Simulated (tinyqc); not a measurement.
Gaps across the alloy: alloy A(1-x)B(x) by interpolation with bowing.

Each gap follows E(x) = (1 - x) E_A + x E_B - C x (1 - x); the lattice constant follows Vegard, a(x) = (1 - x) a_A + x a_B.

Constants: hc = 1239.841984 eV nm.

Parameters, chosen for this exercise (A near GaAs, B near GaP; not measured data):
- a = (5.651, 5.446) angstrom (lattice constant of A, B)
- Eg = (1.512, 2.915) eV (gap at Gamma to the s-like level of A, B)
- EgX = (1.978, 2.346) eV (gap to the lowest valley along Gamma-X of A, B)
- EgL = (1.798, 2.721) eV (gap to L of A, B)
- C = (0.252, 0.286, 0.147) eV (bowing of the Gamma, X and L gaps)

Eleven compositions.

Gaps (eV):
```
x    a (angstrom)  Gamma      X      L  lowest  wavelength (nm)
0.0        5.6510  1.512  1.978  1.798   Gamma              820
0.1        5.6305  1.630  1.989  1.877   Gamma              761
0.2        5.6100  1.752  2.006  1.959   Gamma              708
0.3        5.5895  1.880  2.028  2.044   Gamma              659
0.4        5.5690  2.013  2.057  2.132   Gamma              616
0.5        5.5485  2.151  2.091  2.223       X              593
0.6        5.5280  2.293  2.130  2.317       X              582
0.7        5.5075  2.441  2.176  2.413       X              570
0.8        5.4870  2.594  2.227  2.513       X              557
0.9        5.4665  2.752  2.283  2.615       X              543
1.0        5.4460  2.915  2.346  2.721       X              528
```

The lowest valley changes at x = 0.442 (Gamma to X, gap 2.070 eV). The Gamma gap is monotonic, since its bowing (0.252 eV) is smaller than the difference of the end gaps (1.403 eV); at x = 0.5 bowing lowers it by C/4 = 0.063 eV.

Computed by tinyqc, a small Python program: `OMP_NUM_THREADS=1 python tinyqc.py 1050091 1050092 out.jsonl` (the numbers bound the seed that draws the inputs); one thread of a shared host (Intel(R) Xeon(R) Processor @ 2.30GHz), about 0.01 s for the whole set of steps.
